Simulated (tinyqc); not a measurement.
Comparisons within one model: Gamma, L and X subbands of a thin body with non-parabolic valleys. A value that a table varies takes the place of the one given here.

Hard walls, flat band, c = hbar^2/2m0, energies from the bulk Gamma edge. For a valley at angle theta to the normal 1/m_z = cos^2/ml + sin^2/mt and m_d = sqrt(ml mt^2/m_z). Subband n starts at E_v + e with e (1 + a e) = c (n pi/t)^2/m_z, and its density-of-states mass is taken as m_d (1 + 2 a e), without further growth at higher in-plane energy. Groups are named by valley and degeneracy.

n_i = g m/(2 pi c) kB T ln(1 + exp((EF - E_i)/kB T)), sum n_i = Ns (1e12/cm^2 = 1e-4/angstrom^2), c = hbar^2/2m0. Quantum capacitance Cq = 1602.176634 sum g m/(2 pi c) f_i in microfarad/cm^2 with f_i = 1/(1 + exp((E_i - EF)/kB T)); Cox = 34.5313/eot (one gate); C/Cox = Cq/(Cq + Cox), the centroid term left out.

Constants: hbar^2/2m0 = 3.80998211 eV angstrom^2; kB = 8.617333262e-05 eV/K.

Values chosen for the exercise (near those of a thin GaSb channel; the results hold for these values, not for the real material):

| symbol | value | unit | meaning |
|---|---|---|---|
| face | 100 |  | surface |
| mG | 0.0396 | m0 | Gamma mass |
| aG | 1.13 | 1/eV | Gamma non-parabolicity |
| EL | 0.05 | eV | L edge above Gamma |
| mL | (1.279, 0.104) | m0 | L valleys (four, along <111>): ml, mt |
| EX | 0.318 | eV | X edge above Gamma |
| mX | (1.525, 0.222) | m0 | X valleys (three, along <100>): ml, mt |
| aS | 0.32 | 1/eV | non-parabolicity of L and X |
| Ns | 5.6 | x 1e12/cm^2 | sheet density |
| T | 300 | K | temperature |
| eot | 12 | angstrom | equivalent oxide thickness |
| ts | (18, 24, 30, 40, 55, 75, 110) | angstrom | thicknesses |
| t | 30 | angstrom | body thickness |
| Nl | (0.5, 1, 2, 4, 7, 11, 16) | x 1e12/cm^2 | sheet densities |

## Thinning the body

Lowest edge of each valley type, the lowest group, the Gamma share and C/Cox, with n = 1 to 8 of all groups.

Results:

| t (angstrom) | Gamma (eV) | L (eV) | X (eV) | lowest | Gamma share (%) | C/Cox |
|---|---|---|---|---|---|---|
| 18 | 1.228 | 0.692 | 0.392 | X1 | 0.0 | 0.829 |
| 24 | 0.844 | 0.437 | 0.360 | X1 | 0.0 | 0.895 |
| 30 | 0.620 | 0.307 | 0.345 | L4 | 0.0 | 0.911 |
| 40 | 0.407 | 0.200 | 0.333 | L4 | 0.0 | 0.909 |
| 55 | 0.246 | 0.131 | 0.326 | L4 | 0.1 | 0.908 |
| 75 | 0.145 | 0.094 | 0.322 | L4 | 0.7 | 0.909 |
| 110 | 0.073 | 0.071 | 0.320 | L4 | 3.0 | 0.911 |

From 110 down to 18 angstrom Gamma rises by 1.16 eV, L by 0.62 and X by 0.07 eV, the light Gamma mass moving most. The lowest group changes from L4 to X1 between 30 and 24 angstrom. The Gamma share goes from 3 % to 0 %. C/Cox is 0.91 and 0.83 at the ends and lies between 0.83 and 0.91. Hard walls overstate the rise in the thinnest rows.

## Raising the sheet density

Fixed thickness, n = 1 to 8 of all groups; the gate overdrive above the lowest edge is (EF - E_lowest)/e + 0.1602177 Ns/Cox in volts.

Results:

| Ns (1e12/cm^2) | EF - lowest (eV) | Gamma share (%) | Cq | C/Cox | overdrive (V) |
|---|---|---|---|---|---|
| 0.5 | -0.089 | 0.0 | 3.05 | 0.515 | -0.061 |
| 1.0 | -0.071 | 0.0 | 6.01 | 0.676 | -0.015 |
| 2.0 | -0.052 | 0.0 | 11.67 | 0.802 | 0.059 |
| 4.0 | -0.032 | 0.0 | 22.02 | 0.884 | 0.190 |
| 7.0 | -0.016 | 0.0 | 35.40 | 0.925 | 0.374 |
| 11.0 | 0.000 | 0.0 | 49.99 | 0.946 | 0.612 |
| 16.0 | 0.014 | 0.0 | 64.18 | 0.957 | 0.904 |

The lowest subband is L4 n=1; the light Gamma level lies 313 meV above it, lifted there by confinement. At the highest density band filling takes 0.014 V of the 0.904 V overdrive. Cq grows from 3.1 to 64.2 microfarad/cm^2 while EF moves from -0.089 to +0.014 eV against the lowest edge; the Gamma share stays near 0 %.

## What each parameter does

n = 1 to 8 of all groups. Each row changes one parameter from the base and keeps the others.

Results:

| case | lowest edge (eV) | EF (eV) | Gamma share (%) | C/Cox |
|---|---|---|---|---|
| base | 0.307 | 0.285 | 0.0 | 0.911 |
| t = 38 angstrom | 0.215 | 0.195 | 0.0 | 0.909 |
| mG = 0.0455 m0 | 0.307 | 0.285 | 0.0 | 0.911 |
| aG = 0.79 1/eV | 0.307 | 0.285 | 0.0 | 0.911 |
| EL = 0.1 eV | 0.345 | 0.329 | 0.0 | 0.912 |
| Ns = 8.4 x 1e12/cm^2 | 0.307 | 0.298 | 0.0 | 0.934 |
| eot = 10 angstrom | 0.307 | 0.285 | 0.0 | 0.895 |
| T = 250 K | 0.307 | 0.294 | 0.0 | 0.922 |

The largest shifts from the base row, up to three for each result and ties (the steps differ in size, so this ranks the rows, not the parameters). lowest edge (eV): t -0.092, EL +0.038; unchanged at the printed digits by mG, aG, Ns, eot and T. EF (eV): t -0.090, EL +0.044, Ns +0.013; unchanged at the printed digits by mG, aG and eot. Gamma share (%): unchanged at the printed digits by t, mG, aG, EL, Ns, eot and T. C/Cox: Ns +0.023, eot -0.016, T +0.011; unchanged at the printed digits by mG and aG.

Program tinyqc; command `OMP_NUM_THREADS=1 python tinyqc.py 1251590 1251591 out.jsonl`; about 0.03 s on one thread of a shared Intel(R) Xeon(R) Processor @ 2.30GHz.
